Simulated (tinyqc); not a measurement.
Comparisons within one model: carrier statistics of a doped semiconductor with parabolic bands. A value that a table varies takes the place of the one given here.

Eg(T) = Eg0 - al T^2/(T + be); m_de = Mv^(2/3) (ml mt^2)^(1/3); m_dh = (mhh^(3/2) + mlh^(3/2))^(2/3); Nc and Nv from N = 2 (m kB T/(4 pi c))^(3/2) with c = hbar^2/2m0, in 1/angstrom^3; times 1e24 for 1/cm^3.

Energies are counted from Ev, so Ec = Eg. n = Nc F_1/2((EF - Eg)/kT), p = Nv F_1/2(-EF/kT), ND+ = ND/(1 + 2 exp((EF - Eg + ED)/kT)), NA- = NA/(1 + 4 exp((EA - EF)/kT)); neutrality asks p + ND+ = n + NA-. F_j(eta) = (1/Gamma(j + 1)) integral_0^infinity x^j dx/(1 + exp(x - eta)), which tends to exp(eta) for eta << 0.

Constants: hbar^2/2m0 = 3.80998211 eV angstrom^2; kB = 8.617333262e-05 eV/K.

Values chosen for the exercise (near those of SiC; shifted at random, so the results belong to these values and not to a real crystal):
- Eg0 = 3.256 eV (gap at 0 K)
- al = 0.000648 eV/K (Varshni alpha)
- be = 1301 K (Varshni beta)
- ml = 0.329 m0 (longitudinal electron mass)
- mt = 0.416 m0 (transverse electron mass)
- Mv = 3 (equivalent valleys)
- mhh = 0.994 m0 (heavy-hole mass)
- mlh = 0.45 m0 (light-hole mass)
- ND = 1.8e+17 1/cm^3 (donors)
- NA = 3e+16 1/cm^3 (acceptors)
- ED = 0.06 eV (donor level below Ec)
- EA = 0.198 eV (acceptor level above Ev)
- T = 300 K

## Temperature

Neutrality solved at each temperature; ni = sqrt(Nc Nv) exp(-Eg/2kT).

Carriers (1/cm^3):

| T (K) | EF (eV) | n | p | majority / \|ND - NA\| | ni | Eg (eV) |
|---|---|---|---|---|---|---|
| 30 | 3.1979 | 1.18e+08 | <1e-99 | 7.88e-10 | <1e-99 | 3.2556 |
| 50 | 3.1987 | 2.74e+12 | <1e-99 | 1.82e-05 | <1e-99 | 3.2548 |
| 77 | 3.1991 | 6.72e+14 | <1e-99 | 0.00448 | 1.08e-88 | 3.2532 |
| 120 | 3.1926 | 1.86e+16 | <1e-99 | 0.124 | 3.55e-50 | 3.2494 |
| 200 | 3.1570 | 8.49e+16 | 4.95e-61 | 0.566 | 2.05e-22 | 3.2387 |
| 300 | 3.0917 | 1.27e+17 | 3.74e-33 | 0.848 | 2.19e-08 | 3.2196 |
| 450 | 2.9701 | 1.43e+17 | 3.25e-14 | 0.953 | 68.2 | 3.1811 |
| 600 | 2.8310 | 1.47e+17 | 0.000152 | 0.978 | 4.73e+06 | 3.1333 |
| 800 | 2.6266 | 1.48e+17 | 4.01e+03 | 0.989 | 2.44e+10 | 3.0586 |
| 1000 | 2.4059 | 1.49e+17 | 1.48e+08 | 0.993 | 4.70e+12 | 2.9744 |

Ionisation is incomplete: the majority density is below 90 % of the net doping at 30, 50, 77, 120, 200 and 300 K, down to a share of 7.9e-10. It is within 10 % of the net doping at 450, 600, 800 and 1000 K. The majority density never exceeds the net doping by 10 %; ni is 4.70e+12 1/cm^3 at 1000 K against a net doping of 1.50e+17. EF goes from 3.198 eV to 2.406 eV, where midgap is 1.487 eV and the intrinsic level (Boltzmann) 1.513 eV.

## Doping level

Only donors are present (NA = 0); eta is the distance of EF beyond the conduction edge in units of kT.

Neutral state:

| ND (1/cm^3) | EF (eV) | majority (1/cm^3) | ionised share | eta |
|---|---|---|---|---|
| 1.0e+14 | 2.9068 | 1.00e+14 | 1.000 | -12.10 |
| 1.0e+15 | 2.9663 | 9.99e+14 | 0.999 | -9.80 |
| 1.0e+16 | 3.0256 | 9.89e+15 | 0.989 | -7.50 |
| 1.0e+17 | 3.0829 | 9.07e+16 | 0.907 | -5.29 |
| 1.0e+18 | 3.1318 | 5.95e+17 | 0.595 | -3.40 |
| 3.0e+18 | 3.1509 | 1.23e+18 | 0.411 | -2.65 |
| 1.0e+19 | 3.1699 | 2.51e+18 | 0.251 | -1.92 |
| 3.0e+19 | 3.1863 | 4.53e+18 | 0.151 | -1.29 |

The impurity level lies at 3.1596 eV. The ionised share falls from 1.000 to 0.151 as EF passes through it between 3e+18 and 1e+19 1/cm^3 (share 1/3 there); it is below one half from 3e+18 1/cm^3 on. Over the last two rows the doping grows threefold and the majority density by a factor 1.81. EF comes within 3 kT of the majority band edge from 3e+18 1/cm^3 on. Above roughly 8e+18 1/cm^3 (N^(1/3) a = 0.26, with the radius a = sqrt(c/(m E)) from the ionisation energy E and the mass (ml mt^2)^(1/3)) the levels merge with the band and real ionisation is complete; sharp levels then overstate freeze-out.

## What each input does

Neutrality solved anew for each case. Each row changes one parameter from the base and keeps the others.

Results:

| case | EF (eV) | n (1/cm^3) | p (1/cm^3) |
|---|---|---|---|
| base | 3.0917 | 1.27e+17 | 3.74e-33 |
| T = 340 K | 3.0614 | 1.34e+17 | 1.63e-26 |
| ND = 9e+16 1/cm^3 | 3.0698 | 5.47e+16 | 8.72e-33 |
| NA = 3.9e+16 1/cm^3 | 3.0900 | 1.19e+17 | 3.99e-33 |
| Eg0 = 3.306 eV | 3.1417 | 1.27e+17 | 5.41e-34 |
| mt = 0.4992 m0 | 3.0875 | 1.30e+17 | 4.39e-33 |
| mhh = 1.1928 m0 | 3.0917 | 1.27e+17 | 4.65e-33 |
| ED = 0.09 eV | 3.0858 | 1.02e+17 | 4.69e-33 |

The largest shifts from the base row, up to three for each result and ties (the steps differ in size, so this ranks the rows, not the parameters). EF (eV): Eg0 +0.0500, T -0.0302, ND -0.0218; unchanged at the printed digits by mhh. n (1/cm^3): ND -7.25e+16, ED -2.57e+16, NA -7.77e+15; unchanged at the printed digits by Eg0 and mhh. p (1/cm^3): T +1.63e-26, ND +4.97e-33, Eg0 -3.20e-33.

Program tinyqc; command `OMP_NUM_THREADS=1 python tinyqc.py 1680349 1680350 out.jsonl`; about 0.01 s on one thread of a shared Intel(R) Xeon(R) Processor @ 2.30GHz.
